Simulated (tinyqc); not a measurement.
Interface traps from C-V curves, high-low and Terman methods: one step of the calculation.

MOS capacitor on an n-type substrate; psi is the band bending, negative in depletion; only majority carriers are counted. At the bending psi the Fermi level lies y = xi - psi below the conduction edge at the surface, xi = Vt ln(Nc/Nd). Dit(y) = D0 + D1 exp(-y/E1); traps fill up to the Fermi level, follow the bias and a slow signal, and do not follow a fast one. V is the gate voltage from flat band.

Problem. Terman extraction. psi at each point follows from C_HF and the ideal curve. Dit = (Cox/q) d(V - V0)/dpsi by central differences over the two neighbours.

Constants: q = 1.602176634e-19 C. Results are converted to the units shown.

```
point,psi (V),V0 (V),V (V)
0,-0.65000000,-1.1960765,-3.9483402
1,-0.58133333,-1.0967143,-3.6524566
2,-0.51266667,-0.9954042,-3.3497017
3,-0.44400000,-0.8917204,-3.0370108
4,-0.37533333,-0.7850547,-2.7097225
5,-0.30666667,-0.6744840,-2.3606884
6,-0.23800000,-0.5584805,-1.9788180
7,-0.16933333,-0.4341532,-1.5465329
8,-0.10066667,-0.2946748,-1.0344460
9,-0.03200000,-0.1173001,-0.3851608
```

Cox = 164.43492 nF/cm^2

Find: Dit by Terman.

Solution.

```
point,Dit by Terman (cm^-2 eV^-1)
1,2.974e12
2,3.067e12
3,3.211e12
4,3.431e12
5,3.769e12
6,4.288e12
7,5.086e12
8,6.311e12
```

The differences overstate the curved tail; the largest error is 1.7 %, at point 8.

Numbers from tinyqc (`OMP_NUM_THREADS=1 python tinyqc.py 2030173 2030174 out.jsonl`; about 0.01 s on one thread of a shared Intel Xeon 2.30GHz).
